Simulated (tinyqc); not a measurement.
## Metal gate on a two-layer dielectric stack with fixed charge and a dipole: threshold against doping

Gate, layer 2, layer 1, p-type semiconductor; x runs from the gate inwards. Charges are counted in units of +q. psi is the band bending at the surface, positive towards inversion. Classical charge, Boltzmann statistics, no interface traps.

EOT = 3.9 (t1/e1 + t2/e2), Cox = eps0/(t1/e1 + t2/e2); phi_ms = pM - (chi + Eg - Vt ln(Nv/Na)). Vfb = phi_ms + Vd - (q/eps0) [Q1 (t1/e1 + t2/e2) + Q2 t2/e2 + r1 (t1^2/(2 e1) + t1 t2/e2) + r2 t2^2/(2 e2)]: each charge counts with its electrical distance from the gate. ni = sqrt(Nc Nv) exp(-Eg/(2 Vt)), Eg in volts, pB = Vt ln(Na/ni), Vth = Vfb + 2 pB + sqrt(4 q eps0 eps_r Na pB)/Cox.

Parameters, values chosen for the exercise; band and dielectric values those of a made-up semiconductor, layer 1 close to silicon nitride, layer 2 close to aluminium oxide: temperature T = 250 K; band gap Eg = 1.41 eV; relative permittivity eps_r = 8.9; conduction-band density of states at T Nc = 2.51e19 cm^-3; valence-band density of states at T Nv = 2.32e19 cm^-3; electron affinity chi = 4.09 eV; work function of the gate metal pM = 4.61 eV; thickness of layer 1, next to the semiconductor t1 = 1.6 nm; relative permittivity of layer 1 e1 = 7.61; thickness of layer 2, next to the gate t2 = 1.3 nm; relative permittivity of layer 2 e2 = 8.8; fixed charge at the semiconductor interface Q1 = 6.6e11 cm^-2; fixed charge between the layers Q2 = 3.9e12 cm^-2; uniform charge density in layer 1 r1 = 0 cm^-3; uniform charge density in layer 2 r2 = 0 cm^-3; flat-band shift by a dipole layer between the layers Vd = 0.08 V.

Constants: q = 1.602176634e-19 C, kB = 1.380649e-23 J/K, Vt = kB T/q, eps0 = 8.8541878128e-14 F/cm where lengths are in cm. Results are converted to the units shown.

Result of one run:
```
Na (cm^-3)  phi_ms (V)  2 pB (V)  Qd/Cox (V)  Vth (V)
8e15           -0.7182     1.065     0.01875   0.2983
```

What becomes of these results when the acceptor density Na is changed from 8e15 to 2.9e17 cm^-3, all else the same?

Result of the changed run:
```
Na (cm^-3)  phi_ms (V)  2 pB (V)  Qd/Cox (V)  Vth (V)
2.9e17         -0.7956     1.219      0.1208   0.4777
```

The whole series:
```
Na (cm^-3)  phi_ms (V)  2 pB (V)  Qd/Cox (V)  Vth (V)
1.3e15         -0.6791    0.9865    0.007276   0.2477
3.3e15         -0.6992     1.027     0.01183   0.2723
8e15           -0.7182     1.065     0.01875   0.2983
2e16           -0.7380     1.104     0.03019   0.3295
4.8e16         -0.7568     1.142     0.04757   0.3657
1.2e17         -0.7766     1.181     0.07650   0.4144
2.9e17         -0.7956     1.219      0.1208   0.4777
7e17           -0.8146     1.257      0.1906   0.5665
1.7e18         -0.8337     1.296      0.3015   0.6965
```

Vth rises from 0.248 to 0.697 V. Of the change, phi_ms + 2 pB gives 155 mV (Vt ln 10 a decade) and the depletion charge 294 mV, growing as Na^(0.52).

Numbers from tinyqc (`OMP_NUM_THREADS=1 python tinyqc.py 2010107 2010108 out.jsonl`; about 0.01 s on one thread of a shared Intel Xeon 2.30GHz).
